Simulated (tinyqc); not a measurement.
Inside a calculation: shallow donor in an anisotropic valley (effective-mass theory). Values are carried at full precision from step to step, so a last printed digit may differ when a step is redone from the rounded ones.

Constants: Ry = 13.60569312 eV; a0 (Bohr radius) = 0.5291772105 angstrom; hbar^2/2m0 = 3.80998211 eV angstrom^2; e^2/(4 pi eps0) = 14.39964547 eV angstrom.

Inputs chosen for the exercise (near those of 3C SiC; not measured data):
- ml = 0.665 m0 (longitudinal mass)
- mt = 0.257 m0 (transverse mass)
- eps = 9.9 (dielectric constant)
- a = 18.8 angstrom (trial radius across the axis)
- b = 11.7 angstrom (trial radius along the axis)

## Hydrogen-like estimates

Ry* = Ry m/eps^2 and a* = a0 eps/m for four choices of one mass: mt, the conductivity mass 3/(1/ml + 2/mt), the density-of-states mass (ml mt^2)^(1/3), and ml.

Estimates:
```
mass               m (m0)  Ry* (meV)  a* (angstrom)
mt                 0.2570      35.68          20.38
conductivity       0.3231      44.85          16.22
density of states  0.3528      48.98          14.85
ml                 0.6650      92.31           7.88
```

## Energy of one trial function

One valley: H = -c [(d2/dx2 + d2/dy2)/mt + (d2/dz2)/ml] - q/(eps r), c = hbar^2/2m0, q = e^2/(4 pi eps0). Trial function exp(-sqrt((x^2 + y^2)/a^2 + z^2/b^2)) with a > b: T = (c/3)(2/(mt a^2) + 1/(ml b^2)), V = -(q/eps) atan(u/b)/u, u = sqrt(a^2 - b^2). The central cell of the impurity is left out.

Evaluate T, V and E. Scaling both radii by f changes T to T/f^2 and V to V/f, so the best factor is f = -2T/V, with energy -V^2/(4T).

T = 41.914 meV
V = -88.865 meV
E = -46.951 meV
best scale factor = 0.9433
energy after scaling = -47.102 meV

The virial ratio -V/T is 2.120; it is 2 at the best scale. Scaling gains 0.151 meV.

## Scan over the shape

For each ratio b/a = 0.2, 0.3, ..., 0.9 the best scale follows from a = -2 T1/V1, with T1 and V1 taken at a = 1 angstrom.

Scan:
```
b/a  a (angstrom)  b (angstrom)  E (meV)
0.2         56.69         11.34  -17.929
0.3         32.22          9.67  -29.955
0.4         23.72          9.49  -38.782
0.5         19.93          9.96  -44.135
0.6         18.02         10.81  -46.787
0.7         17.01         11.91  -47.610
0.8         16.50         13.20  -47.281
0.9         16.27         14.64  -46.260
```

The best listed ratio is 0.7; (mt/ml)^(1/2) = 0.62 and (mt/ml)^(1/3) = 0.73 are common guesses.

## The minimum

Minimise over a and b. The Mott estimate n_c = (0.25/a_m)^3 uses a_m = (a^2 b)^(1/3); 1/angstrom^3 = 1e24/cm^3.

a = 16.92 angstrom
b = 12.08 angstrom
E = -47.621 meV
a_m = 15.12 angstrom
n_c = 4.52 x 1e18/cm^3

b/a = 0.714. The binding energy is 1.335 times Ry*(mt). The central cell of a real donor shrinks the orbit and raises n_c.

## Checks

- Energy from 21 anisotropic Gaussians against the two-parameter function, meV: -47.64 against -47.62.

Program tinyqc; command `OMP_NUM_THREADS=1 python tinyqc.py 1250183 1250184 out.jsonl`; about 0.01 s on one thread of a shared Intel(R) Xeon(R) Processor @ 2.30GHz.
